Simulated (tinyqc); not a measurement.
Shape of the cross-section: round or elliptic silicon nanowire with anisotropic valleys (Ritz method).

Wire along x = [110] on a (001) wafer, y = [-110], z = [001]. Valley groups (w = inverse masses): A, two valleys along z: w_y = 1/mt, w_z = 1/ml, m_x = mt; B, four valleys in the wafer plane: w_y = (1/ml + 1/mt)/2, w_z = 1/mt, m_x = (ml + mt)/2.

Constants: hbar^2/2m0 = 3.80998211 eV angstrom^2.

Values chosen for the exercise (near those of a Si nanowire; not measured data): ml = 0.905 m0 (longitudinal mass); mt = 0.189 m0 (transverse mass); area = 40.7 nm^2 (cross-section, kept fixed); hw = 1.5 (height over mean width).

Equal area, hard walls, lowest level of -c (w_y d2/dy2 + w_z d2/dz2), c = hbar^2/2m0. Rectangle W x H with H/W = hw; ellipse with b/a = hw; trapezoid of height H, base W/0.8 and top 0.6 of the base; isosceles triangle of height H and base 2W. Ellipse, trapezoid and triangle by converged Ritz bases; 1 nm^2 = 100 angstrom^2.

Cases:
```
shape
rectangle
ellipse
trapezoid
triangle
```

Rank the cases by A (eV), lowest first.

Answer: triangle, ellipse, trapezoid, rectangle.

Levels:
```
shape      A (eV)  B (eV)  B - A (meV)
rectangle  0.0801  0.0769         -3.2
ellipse    0.0710  0.0707         -0.2
trapezoid  0.0753  0.0781          2.8
triangle   0.0570  0.0915         34.5
```

W = 52.1 angstrom
H = 78.1 angstrom

For group A the order is triangle, ellipse, trapezoid, rectangle, spanning 41 %. For group B the order is ellipse, rectangle, trapezoid, triangle, spanning 29 %. The ellipse lies below the rectangle for both groups, since corners hold little of the wave function. The triangle is lowest for A, whose light mass lies across the width and gains from the wide base. The spacing B - A of the valley groups runs from -3 to 34 meV.

Program tinyqc; command `OMP_NUM_THREADS=1 python tinyqc.py 1251873 1251874 out.jsonl`; about 0.06 s on one thread of a shared Intel(R) Xeon(R) Processor @ 2.30GHz.
